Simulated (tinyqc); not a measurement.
Optical transitions of a finite quantum well: sweeps and comparisons. A value that a table varies takes the place of the one given here.

Each carrier sees a square well of width L with its own depth V and masses m (inside), mb (outside); c = hbar^2/2m0, k = sqrt(m E/c), kappa = sqrt(mb (V - E)/c), and level n solves k L + 2 atan[(k/m)/(kappa/mb)] = n pi. The envelope is cos(kz) for odd n and sin(kz) for even n inside, joins exp(-kappa (|z| - L/2)) outside, and is normalised to 1. Excitons and band mixing are left out.

Constants: hbar^2/2m0 = 3.80998211 eV angstrom^2; e^2/(4 pi eps0) = 14.39964547 eV angstrom; hc = 1239.841984 eV nm.

Values chosen for the exercise (near those of an InGaAs well in InAlAs; shifted at random, so the results belong to these values and not to a real crystal): L = 111 angstrom (well width); Vc = 0.55 eV (conduction offset); me = 0.0407 m0 (electron, well); meb = 0.0774 m0 (electron, barrier); eps = 12 (background dielectric constant); Nss = (0.022, 0.055, 0.11, 0.22, 0.33, 0.44, 0.66) x 1e12/cm^2 (sheet densities); Eg = 0.817 eV (gap of the well); Vv = 0.21 eV (valence offset); mh = 0.384 m0 (heavy hole along z, well); mhb = 0.428 m0 (heavy hole, barrier); ml = 0.0533 m0 (light hole along z, well); mlb = 0.0911 m0 (light hole, barrier); Ls = (22, 32, 43, 58, 72, 100, 146) angstrom (widths).

## Depolarisation shift

The collective line lies at E12 sqrt(1 + a), a = 8 pi q (n1 - n2) S/(eps E12), q = e^2/(4 pi eps0), S = integral over z of (integral up to z of psi_1 psi_2)^2. Zero temperature with the mass me in both subbands: n1 - n2 = Ns until Ns reaches D E12, D = me/(2 pi c), and D E12 beyond. 1e12/cm^2 = 1e-4/angstrom^2; exchange and the static band bending by the charge are left out.

Line position:
```
Ns (1e12/cm^2)  n1 - n2       a  line (meV)  shift (meV)
0.022             0.022  0.0042      130.78         0.27
0.055             0.055  0.0104      131.19         0.68
0.11              0.110  0.0208      131.87         1.35
0.22              0.220  0.0417      133.21         2.69
0.33              0.330  0.0625      134.53         4.02
0.44              0.440  0.0834      135.84         5.33
0.66              0.660  0.1250      138.43         7.92
```

S = 8.199 angstrom
E12 = 130.51 meV

How do the results move?

The upward shift grows from 0.27 to 7.92 meV, 6.1 % of E12 at most. For small a the shift is a E12/2, linear in Ns; in the last row that rule gives 8.16 meV. S/L = 0.0739, against 5/(9 pi^2) = 0.0563 for hard walls.

## Width of the well

Edge wavelength hc/(Eg + e1 + hh1), squared e1-hh1 overlap, lh1 - hh1, and the 1-2 intersubband energy with f_12 = (m1/c) E12 z_12^2, 1/m1 = <1|1/m|1> (dash: e2 unbound).

Results:
```
L (angstrom)  edge (nm)  overlap^2  lh1 - hh1 (meV)  E12 (meV)   f_12
22               1056.4     0.9374             71.0          -      -
32               1160.9     0.9501             65.9          -      -
43               1242.3     0.9592             56.4      393.2  0.486
58               1316.4     0.9679             44.6      316.6  0.964
72               1362.2     0.9737             36.2      243.4  0.975
100              1417.4     0.9815             24.8      152.9  0.968
146              1460.8     0.9885             14.9       84.6  0.963
```

How do the results move?

The edge tunes from 1056 to 1461 nm, towards hc/Eg = 1518 nm, while the overlap goes from 0.937 to 0.989. e2 binds at L = pi sqrt(c/(me Vc)) = 41.0 angstrom; f_12 starts from zero there and is 0.486 at 43 angstrom, the rest going to the continuum; among the widths listed it peaks at 0.975 (72 angstrom) and is 0.963 in the widest well, against 0.961 for hard walls.

## What each parameter does

Edge wavelength hc/(Eg + e1 + hh1), squared overlap of e1 and hh1, and the confinement energies. Each row changes one parameter from the base and keeps the others.

Results:
```
case              edge (nm)  overlap^2  e1 (meV)  hh1 (meV)
base                 1431.4     0.9837      43.0        6.2
L = 100 angstrom     1417.4     0.9815      50.3        7.5
Eg = 0.833 eV        1405.4     0.9837      43.0        6.2
Vc = 0.632 eV        1429.1     0.9870      44.4        6.2
Vv = 0.168 eV        1431.7     0.9871      43.0        6.0
me = 0.0448 m0       1435.1     0.9870      40.7        6.2
mh = 0.326 m0        1430.0     0.9876      43.0        7.0
meb = 0.0929 m0      1434.3     0.9815      41.2        6.2
```

How do the results move?

The largest shifts from the base row, up to three for each result and ties (the steps differ in size, so this ranks the rows, not the parameters). edge (nm): Eg -26.0, L -14.0, me +3.7. overlap^2: mh +0.0040, Vv +0.0035, me +0.0033, Vc +0.0033; unchanged at the printed digits by Eg. e1 (meV): L +7.3, me -2.2, meb -1.7; unchanged at the printed digits by Eg, Vv and mh. hh1 (meV): L +1.2, mh +0.8, Vv -0.2; unchanged at the printed digits by Eg, Vc, me and meb.

tinyqc: `OMP_NUM_THREADS=1 python tinyqc.py 1280321 1280322 out.jsonl`; about 0.1 s, one thread, shared Intel(R) Xeon(R) Processor @ 2.30GHz.
